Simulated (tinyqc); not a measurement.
Inside a calculation. Model: avalanche multiplication and breakdown of a junction from ionisation integrals. Computed by tinyqc, a small Python program that keeps every step. Command: `OMP_NUM_THREADS=1 python tinyqc.py 3018442 3018443 out.jsonl impact walk`. One thread of a shared host (Intel(R) Xeon(R) Processor @ 2.30GHz), about 0.02 s of CPU time with the checks. Intermediate numbers are printed to about 7 digits and carried at full precision; extremes and crossings named in words are read from the listed rows.

Ionisation coefficients follow the local field. Position x runs through the depletion layer from the p side (x = 0), where electrons enter, to the n side (x = w), where holes enter. The built-in voltage is neglected.

Inputs (values chosen for the exercise, modelled on GaAs):
```
quantity,value,unit
electron prefactor a_n,175000,1/cm
electron field b_n,585000,V/cm
hole prefactor a_p,226000,1/cm
hole field b_p,662000,V/cm
exponent c,1.8,-
permittivity eps,12.9,-
doping gradient a,8.2e+21,1/cm^4
bias as a fraction of the breakdown voltage,0.76,-
```

Junction: linearly graded.

Constants: e = 1.602176634e-19 C; eps_0 = 8.8541878128e-12 F/m.

## Breakdown

alpha_n = a_n exp(-(b_n/F)^c), alpha_p = a_p exp(-(b_p/F)^c). Field F = F_m [1 - (2x/w - 1)^2], w = sqrt(8 eps eps_0 F_m/(e a)), V = (2/3) F_m w. With Phi(x) = int_0^x (alpha_n - alpha_p) dx': 1 - 1/M_n = I_n = int_0^w alpha_n exp(-Phi) dx and M_p = M_n exp(-Phi(w)); trapezoid rule on 401 even points; breakdown at I_n = 1. Solve I_n(F_m) = 1.

critical field F_m = 0.4850384 MV/cm

width at breakdown = 0.5808181 micrometre

breakdown voltage = 18.78127 V

## Coefficients at the critical field

The formulas are those given above.

alpha_n = 43105.03 1/cm

alpha_p = 39255.62 1/cm

ratio k = alpha_p/alpha_n = 0.9106970

shorter ionisation length = 0.2319915 micrometre

Electrons ionise more readily at the peak field.

## Field and integrand below breakdown

Bias V = fraction times the breakdown voltage.

peak field = 0.4039416 MV/cm

Every 50th point:
```
x (micrometre),F (MV/cm),alpha_n (1/cm),alpha_p (1/cm),Phi,I_n up to x
0.0000000,0.0000000,0,0,0,0
0.0662554,0.1767244,3.143079e+01,4.727793e+00,1.162828e-05,1.328172e-05
0.1325108,0.3029562,6.658682e+03,3.806728e+03,7.324011e-03,1.427170e-02
0.1987662,0.3786952,1.963339e+04,1.469697e+04,3.490616e-02,1.011441e-01
0.2650217,0.4039416,2.495696e+04,1.983351e+04,6.856902e-02,2.467881e-01
0.3312771,0.3786952,1.963339e+04,1.469697e+04,1.022319e-01,3.877694e-01
0.3975325,0.3029562,6.658682e+03,3.806728e+03,1.298140e-01,4.669598e-01
0.4637879,0.1767244,3.143079e+01,4.727793e+00,1.371264e-01,4.794895e-01
0.5300433,0.0000000,0,0,1.371380e-01,4.795011e-01
```

## Multiplication and noise

M_n = 1/(1 - I_n), M_p = M_n exp(-Phi(w)); McIntyre excess noise for the carrier with the larger M, F_x = k M + (1 - k)(2 - 1/M), with k = (smaller M - 1)/(larger M - 1).

M_n = 1.921234

M_p = 1.675027

effective k = 0.7327428

excess noise factor = 1.803178

Injecting electrons gives the larger gain and, at equal gain, the lower noise.

## Gain against bias and Miller's formula

Miller's exponent n is defined by 1 - 1/M = (V/V_B)^n for the larger M.

Gain:
```
V/V_B,V (V),F_m (MV/cm),M_n,M_p,Miller exponent n
0.50,9.39064,0.3055551,1.11260,1.05962,3.304636
0.60,11.26876,0.3450460,1.27600,1.17167,2.997252
0.70,13.14689,0.3823915,1.58996,1.41038,2.779573
0.80,15.02502,0.4179934,2.25891,1.95059,2.619994
0.90,16.90315,0.4521382,4.31857,3.66781,2.499898
0.95,17.84221,0.4687327,8.46521,7.15979,2.450831
0.98,18.40565,0.4785495,20.92199,17.67472,2.424260
0.99,18.59346,0.4817994,41.68824,35.21158,2.415837
```

The larger gain passes 2 between 0.700 and 0.800 of V_B and reaches 41.7 at 0.99. Miller's exponent runs from 2.4 to 3.3, so it is not a constant: a fit holds over a narrow range only. From the first row to the last the voltage grows by a factor 1.98 and the peak field by 1.58.

Checks made by the program: the hole form of the condition, int alpha_p exp(Phi(w) - Phi) dx = 1 (relative difference 3e-09).
